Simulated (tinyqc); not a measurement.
Length of a polyene: Hueckel, PPP and singles CI along the polyenes. Computed by the program tinyqc. Hueckel uses the same beta without repulsion; CIS keeps all single excitations and so misses the low, doubly excited 2Ag state. W is the valence ionisation energy of a centre, MN the Mataga-Nishimoto formula, f the oscillator strength.

All-trans chains of carbon centres 1.40 angstrom apart:
```
parameter,value
"beta (eV), times 1 +/- alternation",-2.540000
alternation,0.140000
W (eV),11.160000
gamma_rr (eV),11.360000
repulsion formula,MN
```

Gaps and excitations (eV):
```
centres,Hueckel gap,PPP orbital gap,bright singlet (CIS),f,lowest triplet (CIS)
2,5.7912,11.1893,8.7722,0.7521,2.8102
4,4.0051,8.9081,6.3157,1.0636,2.0348
6,3.1880,7.7930,5.2458,1.4544,1.6897
10,2.4383,6.7349,4.2568,2.1548,1.3991
12,2.2397,6.4540,3.9995,2.4835,1.3301
14,2.0965,6.2536,3.8183,2.8066,1.2834
```

Estimate the missing row, centres = 8.

Computed row:
```
centres  Hueckel gap  PPP orbital gap  bright singlet (CIS)       f  lowest triplet (CIS)
8             2.7289           7.1473                4.6392  1.8146                1.5071
```

The Hueckel gap tends to 4 x alternation x |beta| = 1.42 eV for long chains. Exchange opens the PPP orbital gap, and the attraction of electron and hole brings the bright state 2.44 eV below it at 14 centres; the triplet lies 2.53 eV lower still.
